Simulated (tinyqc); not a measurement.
## Nanowire ballistic transistor, top-of-the-barrier model: effect of the temperature

At the top of the source barrier, states moving towards the drain are filled by the source (Fermi level 0) and states moving back by the drain (Fermi level -q Vd); nothing scatters. U is the shift of the band edge there, set by the capacitances CG, CD and CS (the total) and by the charge. Parabolic one-dimensional subband; the source is grounded.

N0 = gv sqrt(2 m kB T/pi)/hbar, CG = 2 pi eps0 eox/ln(1 + 2 tox/d), CS = CG/aG, n0 = n at U = 0 and Vd = 0. eta1 = -(E0 + U)/Vt, eta2 = eta1 - Vd/Vt, n = (N0/2)[F_(-1/2)(eta1) + F_(-1/2)(eta2)], F_(-1/2)(x) = (1/sqrt(pi)) int_0^infinity u^(-1/2)/(1 + exp(u - x)) du. U = UL + q (n - n0)/CS with UL = -(aG Vg + aD Vd), energies in eV. I = gv (2 q^2/h) Vt [ln(1 + exp eta1) - ln(1 + exp eta2)]. CQ = (q/Vt) dn/d(eta1). E0 is held fixed.

Inputs (values chosen for the exercise); mass and valleys close to those of gallium nitride: effective mass m = 0.191 m0; valley degeneracy gv = 1; relative permittivity of the gate insulator eox = 3.9; insulator thickness tox = 3.5 nm; wire diameter d = 4 nm; gate control CG/CS aG = 0.88; drain control CD/CS aD = 0.013; band edge at the barrier top above the source Fermi level at zero bias E0 = 0.33 eV; gate voltage Vg = 0.4 V; drain voltage Vd = 0.4 V.

Constants: q = 1.602176634e-19 C, kB = 1.380649e-23 J/K, hbar = 1.054571817e-34 J s, h = 6.62607015e-34 J s, m0 = 9.1093837015e-31 kg, Vt = kB T/q, eps0 = 8.8541878128e-14 F/cm where lengths are in cm. Results are converted to the units shown.

Effect of the temperature:
```
T (K)     eta1  n (cm^-1)  I (uA)  mean velocity I/(q n) (cm/s)   CQ/CS
50      0.6884    3.687e5  0.3657                       6.191e6   2.766
77      0.3353    3.799e5  0.4497                       7.389e6   2.112
120    0.06254    4.039e5  0.5808                       8.975e6   1.582
180    -0.1172    4.414e5  0.7646                       1.081e7   1.219
240    -0.2094    4.796e5  0.9517                       1.238e7   1.021
300    -0.2630    5.172e5   1.142                       1.378e7  0.8939
360    -0.2965    5.537e5   1.336                       1.506e7  0.8051
420    -0.3182    5.892e5   1.533                       1.624e7  0.7387
```

As T goes from 50 to 420 K, n rises from 3.69e5 to 5.89e5 cm^-1, the mean velocity rises from 6.19e6 to 1.62e7 cm/s and the current rises from 0.366 to 1.53 uA. CQ/CS goes from 2.8 to 0.74.

tinyqc, about 0.06 s, one thread, Intel Xeon 2.30GHz (shared host): `OMP_NUM_THREADS=1 python tinyqc.py 2400149 2400150 out.jsonl`
